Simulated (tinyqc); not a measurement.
What moves the results: pair of shallow donors (hydrogen-like orbitals). A value that a table varies takes the place of the one given here.

Each donor has the orbital exp(-r/a); energy unit Ha* = q/(eps a), q = e^2/(4 pi eps0), so that a lone donor is bound by Ha*/2; x = R/a. One electron: S = (1 + x + x^2/3) exp(-x), j = 1/x - (1 + 1/x) exp(-2x), k = (1 + x) exp(-x); levels E(+/-) = -1/2 - (j +/- k)/(1 +/- S) in Ha*, without the repulsion of the ions, split by D = |E(-) - E(+)|. In six valleys the overlaps S and k are multiplied by v = [cos(K Rx) + cos(K Ry) + cos(K Rz)]/3, K = k0 (2 pi/a_lat), for isotropic envelopes and the symmetric valley state.

Two electrons, Heitler-London: with S' = (1 - x + x^2/3) exp(x), C = 1/x - exp(-2x)(1/x + 11/8 + 3x/4 + x^2/6), X = (1/5){exp(-2x)(25/8 - 23x/4 - 3x^2 - x^3/3) + (6/x)[S^2 (0.5772157 + ln x) + S'^2 Ei(-4x) - 2 S S' Ei(-2x)]}, Q = C - 2j + 1/x and A = X - 2 S k + S^2/x, the singlet and triplet lie at (Q +/- w A)/(1 +/- w S^2) from two lone donors, with the valley weight w = v^2; the exchange is J = triplet - singlet.

Constants: e^2/(4 pi eps0) = 14.39964547 eV angstrom.

Values chosen for the exercise (near those of two donors in Si; not measured data):

| symbol | value | unit | meaning |
|---|---|---|---|
| a | 18.5 | angstrom | orbital radius |
| eps | 11.2 |  | dielectric constant |
| a_lat | 5.431 | angstrom | lattice constant |
| k0 | 0.843 | 2 pi/a_lat | valley position |
| sites | ((11, 11, 0), (11.5, 11.5, 0), (12, 12, 0), (12.5, 12.5, 0), (13, 13, 0), (13.5, 13.5, 0), (14, 14, 0), (14.5, 14.5, 0), (15, 15, 0), (15.5, 15.5, 0)) | a_lat | positions of the second donor |
| Ns | (0.033, 0.083, 0.2, 0.5, 1.2, 2.5, 5) | x 1e18/cm^3 | donor densities |
| n | (16.5, 0.5, 0) | a_lat | separation vector |

## Lattice sites along [110]

D and J for each site, and for v = 1.

Results:

| site | R (angstrom) | v | D (meV) | J (micro-eV) | J for v = 1 |
|---|---|---|---|---|---|
| (11, 11, 0) | 84.5 | 0.237 | 0.970 | 33.9 | 602 |
| (11.5, 11.5, 0) | 88.3 | 0.106 | 0.368 | 4.88 | 438 |
| (12, 12, 0) | 92.2 | 0.831 | 2.49 | 219 | 318 |
| (12.5, 12.5, 0) | 96.0 | -0.315 | 0.798 | 22.8 | 230 |
| (13, 13, 0) | 99.8 | 0.978 | 2.11 | 158 | 165 |
| (13.5, 13.5, 0) | 103.7 | -0.154 | 0.280 | 2.82 | 119 |
| (14, 14, 0) | 107.5 | 0.547 | 0.843 | 25.4 | 84.9 |
| (14.5, 14.5, 0) | 111.4 | 0.444 | 0.577 | 11.9 | 60.6 |
| (15, 15, 0) | 115.2 | -0.075 | 0.0824 | 0.244 | 43.1 |
| (15.5, 15.5, 0) | 119.0 | 0.943 | 0.870 | 27.2 | 30.6 |

How do the results move?

Over these sites the envelope alone changes J by a factor 19.6, and the valley factor v^2 by 169; J runs from 0.244 at (15, 15, 0) to 219 micro-eV at (12, 12, 0). Along [110] only two valleys keep their phase, so v = (1 + 2 cos)/3 can pass through zero. J does not fall steadily with distance.

## From lone donors to an impurity band (impurity band of shallow donors (Hubbard estimate))

Donors on a simple cubic lattice of spacing R = N^(-1/3) (1/angstrom^3 = 1e24/cm^3), Ha* = q/(eps a), q = e^2/(4 pi eps0), x = R/a. Hopping t = Ha* (1 + x) exp(-x), band width B = 12 t, on-site repulsion U = (5/8) Ha*; the gap closes near B/U = 1.15. Valley factors and disorder are left out.

Results:

| N (1e18/cm^3) | R (angstrom) | N^(1/3) a | t (meV) | B (meV) | B/U |
|---|---|---|---|---|---|
| 0.033 | 311.8 | 0.059 | 5.95e-05 | 0.000715 | 1.65e-05 |
| 0.083 | 229.2 | 0.081 | 0.00386 | 0.0464 | 0.00107 |
| 0.20 | 171.0 | 0.108 | 0.0689 | 0.827 | 0.0190 |
| 0.50 | 126.0 | 0.147 | 0.598 | 7.18 | 0.165 |
| 1.2 | 94.1 | 0.197 | 2.61 | 31.4 | 0.722 |
| 2.5 | 73.7 | 0.251 | 6.45 | 77.4 | 1.78 |
| 5.0 | 58.5 | 0.316 | 12.3 | 147 | 3.39 |

What does this show, and why?

B/U passes 1.15 between 1.2 and 2.5 x 1e18/cm^3; the root is x = 4.52, N^(1/3) a = 0.221, N = 1.7 x 1e18/cm^3, below the 2.8 that the empirical rule N^(1/3) a = 0.26 gives; the estimate is rough, since random positions, the overlap of the orbitals and screening are left out. While N grows by 152 times, t grows by 2.06e+05 times.

## What each parameter does

x, D = |E(-) - E(+)| and J. Each row changes one parameter from the base and keeps the others.

Results:

| case | x | D (meV) | J (micro-eV) |
|---|---|---|---|
| base | 4.846 | 1.061 | 40.3 |
| a = 20.4 angstrom | 4.395 | 1.352 | 72.6 |
| eps = 12.3 | 4.846 | 0.9659 | 36.7 |
| k0 = 0.823 2 pi/a_lat | 4.846 | 0.8016 | 23.0 |
| n = (17.5, 0.5, 0) a_lat | 5.140 | 0.1184 | 0.502 |

What can be read from the table?

The largest shifts from the base row, up to three for each result and ties (the steps differ in size, so this ranks the rows, not the parameters). x: a -0.451, n +0.293; unchanged at the printed digits by eps and k0. D (meV): n -0.942, a +0.291, k0 -0.259. J (micro-eV): n -39.8, a +32.3, k0 -17.3.

Program tinyqc; command `OMP_NUM_THREADS=1 python tinyqc.py 1281917 1281918 out.jsonl`; about 0.01 s on one thread of a shared Intel(R) Xeon(R) Processor @ 2.30GHz.
